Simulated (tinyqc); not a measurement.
Rate against temperature: collinear exchange A + BC -> AB + C on a London-Eyring-Polanyi-Sato surface: saddle, string of images and rate. Computed by tinyqc, a small Python program. Command: `OMP_NUM_THREADS=1 python tinyqc.py 3112508 3112509 out.jsonl leps walk`. One thread of a shared host (Intel(R) Xeon(R) Processor @ 2.30GHz), about 0.03 s of CPU time with the checks.

x = r(AB), y = r(BC), r(AC) = x + y. V is counted from separated atoms, the barrier from A + BC, that is V + D(BC).

Inputs (values chosen for the exercise, bond data loosely for abstraction of hydrogen from a Si-H bond by a hydrogen atom; the barrier is not fitted):
```
quantity            value           unit
D(AB)                4.82             eV
r0(AB)              0.742       angstrom
beta(AB)             1.94     1/angstrom
D(BC)                4.01             eV
r0(BC)               1.48       angstrom
beta(BC)             1.52     1/angstrom
D(AC)                3.93             eV
r0(AC)               1.48       angstrom
beta(AC)             1.52     1/angstrom
Sato parameter S     0.12              -
mass of A           1.008              u
mass of B           1.008              u
mass of C           28.09              u
temperature T         900              K
step of the string   0.02  angstrom^2/eV
```

Constants: nu for 1 eV/(angstrom^2 u) = 15.6333042 THz; h x 1 THz = 4.135667696 meV; k_B = 1.380649e-23 J/K; u = 1.6605390666e-27 kg; k_B = 8.617333262e-05 eV/K.

Method:
- For each pair, with u = exp(-beta (r - r0)): Q = D [(3 + S) u^2 - (2 + 6 S) u]/(4 (1 + S)), J = D [(1 + 3 S) u^2 - (6 + 2 S) u]/(4 (1 + S)); V = Q1 + Q2 + Q3 - sqrt(((J1 - J2)^2 + (J2 - J3)^2 + (J3 - J1)^2)/2).
- String of 9 images between the fixed ends (r0(AB) + 2, r0(BC)) and (r0(AB), r0(BC) + 2), started on the two straight legs through (r0(AB) + 0.3, r0(BC) + 0.3): each iteration moves the inner images by -step x gradient (central differences) and spaces them evenly again along the broken line (coordinates are kept between 0.2 and 8 angstrom); stop when no coordinate changes by more than 1e-5 angstrom, at most 400 iterations.
- From the highest inner image, z -> z - H^-1 g with gradient g and Hessian H by central differences, steps capped at 0.15 angstrom, 12 steps.
- Wilson matrix G = [[1/m_A + 1/m_B, -1/m_B], [-1/m_B, 1/m_B + 1/m_C]]; eigenvalues lambda of G H give nu = 15.6333042 THz x sqrt(|lambda|), the negative one being imaginary. Reactant: nu_BC from k = 2 D beta^2 and 1/m_B + 1/m_C. Skew angle: cos = sqrt(m_A m_C/((m_A + m_B)(m_B + m_C))).
- One-dimensional rate constant without tunnelling, k = sqrt(k_B T/(2 pi mu)) [sinh(h nu_BC/(2 k_B T))/sinh(h nu_s/(2 k_B T))] exp(-barrier/(k_B T)) with mu = m_A (m_B + m_C)/(m_A + m_B + m_C); Wigner factor 1 + (h nu_i/(k_B T))^2/24; adiabatic barrier = barrier + h (nu_s - nu_BC)/2.

nu_BC = 68.2193 THz

real frequency at the saddle = 33.7170 THz

barrier = 0.323670 eV

imaginary frequency = 53.8870 THz

adiabatic barrier = 0.252325 eV

Rates; the last column is k_B T^2 d ln k/dT:
```
T (K)    k (cm/s)  Wigner factor  activation energy (eV)
300    3.6995e+00         4.0964                 0.26588
400    4.9649e+01         2.7417                 0.27197
550    4.4357e+02         1.9212                 0.28305
750    2.2713e+03         1.4954                 0.29924
1000   7.4823e+03         1.2787                 0.31879
1400   2.2457e+04         1.1422                 0.34659
2000   5.5351e+04         1.0697                 0.38227
```

What does the comparison show, and why?

The activation energy goes from 0.266 eV at 300 K, near the adiabatic barrier plus k_B T/2 (0.265), to 0.382 eV at 2000 K; the classical limit is the barrier plus k_B T/2 (0.410).

Extremes, crossings and ranges named in words are read from the listed rows.
